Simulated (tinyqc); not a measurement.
Five-level k.p model folded onto the conduction band, step by step. Values are carried at full precision from step to step, so a last printed digit may differ when a step is redone from the rounded ones.

Second-order sums for the lowest conduction level at E: 1/m = 1 + Cm + (Ep/3)(2/E + 1/(E + Dso)) - (Ep2/3)(2/(E7 + D2 - E) + 1/(E7 - E)); g/2 = 1 + Cg - (Ep/3)(1/E - 1/(E + Dso)) - (Ep2/3)(1/(E7 - E) - 1/(E7 + D2 - E)). E is counted from the top of the valence band; E = Eg at the edge.

Constants: hbar^2/2m0 = 3.80998211 eV angstrom^2.

Values chosen for the exercise (near those of CdTe; shifted at random, so the results belong to these values and not to a real crystal):
```
symbol  value  unit        meaning
Eg      1.628  eV          gap at Gamma to the s-like level
Dso     0.916  eV          spin-orbit splitting
Ep      18.9   eV          Kane energy
E7      5.26   eV          upper Gamma7 conduction level, from the valence top
D2      0.3    eV          its spin-orbit splitting, Gamma8 above Gamma7
Ep2     2.5    eV          Kane energy to the upper levels
Cm      -0.6               remote term in 1/m
Cg      0                  remote term in g/2
k       0.084  1/angstrom  wave vector along z
```

## Mass and g factor term by term

Evaluate at E = Eg.

Terms:
```
level           part of 1/m  part of g
free + remote        0.4000     2.0000
Gamma8 valence       7.7396    -7.7396
Gamma7 valence       2.4764     4.9528
Gamma8 upper        -0.4239     0.4239
Gamma7 upper        -0.2294    -0.4589
```

m = 0.1004 m0
g = -0.822

The valence levels give 10.22 to 1/m and the upper levels take 0.65 away. In g the two valence terms nearly cancel when Dso is small against Eg; here Dso/Eg = 0.56 and they leave -2.787, the upper pair -0.035.

## The matrix at one k

For k along z and one spin sector the level c couples to four states. With c0 = hbar^2/2m0, P = sqrt(Ep c0), P2 = sqrt(Ep2 c0): diagonal Eg + (1 + Cm) c0 k^2 for c, and 0, -Dso, E7 + D2, E7 for lh, so, G8 up, G7 up (their own dispersion is left out); couplings of c: sqrt(2/3) P k to lh, sqrt(1/3) P k to so, sqrt(2/3) P2 k to G8 up, sqrt(1/3) P2 k to G7 up (phases chosen real).

Fill in the matrix.

H (eV), lower triangle:
```
             c  lh        so    G8 up    G7 up
c      1.63875
lh     0.58200   0
so     0.41154   0  -0.91600
G8 up  0.21167   0         0  5.56000
G7 up  0.14968   0         0        0  5.26000
```

## Exact folding onto c

Solve E = H_cc + S(E), S(E) = sum_j H_cj^2/(E - H_jj), from E = H_cc, by plain substitution and by Newton steps on E - H_cc - S(E). The weight of c in the state is Z = 1/(1 - dS/dE). The exact level is the third eigenvalue of H from below.

Iterates (eV):
```
step  substitution   Newton
0          1.63875  1.63875
1          1.89413  1.85954
2          1.85897  1.86282
3          1.86331  1.86282
4          1.86276  1.86282
5          1.86283  1.86282
6          1.86282  1.86282
7          1.86282  1.86282
```

exact level = 1.86282 eV
Z = 0.8891

Substitution multiplies the error by about dS/dE = 1 - 1/Z = -0.125 a step, so it alternates; after 7 steps it is off by 1.2e-07 eV, while Newton is within 1e-5 eV from step 2 on.

## Loewdin series

Expanding E = H_cc + S(E) about Eg in powers of k^2, with s_n = sum_j H_cj^2/(Eg - H_jj)^n: order k^2: e2 = (1 + Cm) c0 k^2 + s1; order k^4: e4 = -s2 e2; order k^6: e6 = s3 e2^2 + s2^2 e2.

Give each order and the partial sums, counted from Eg.

s1 (eV), s2 (no unit), s3 (1/eV); (1 + Cm) c0 k^2 is H_cc - Eg: 0.25708  0.15857  0.08759

e2, e4, e6 (eV): 0.26783  -0.04247  0.01302

partial sums (eV): 0.26783  0.22536  0.23838

The exact value is 0.23482 eV; the errors of the partial sums are +33.00, -9.47 and +3.55 meV.

## Checks

- Curvature of the exact level at small k against the sum for 1/m: both 9.9627.

tinyqc: `OMP_NUM_THREADS=1 python tinyqc.py 1050407 1050408 out.jsonl`; about 0.01 s, one thread, shared Intel(R) Xeon(R) Processor @ 2.30GHz.
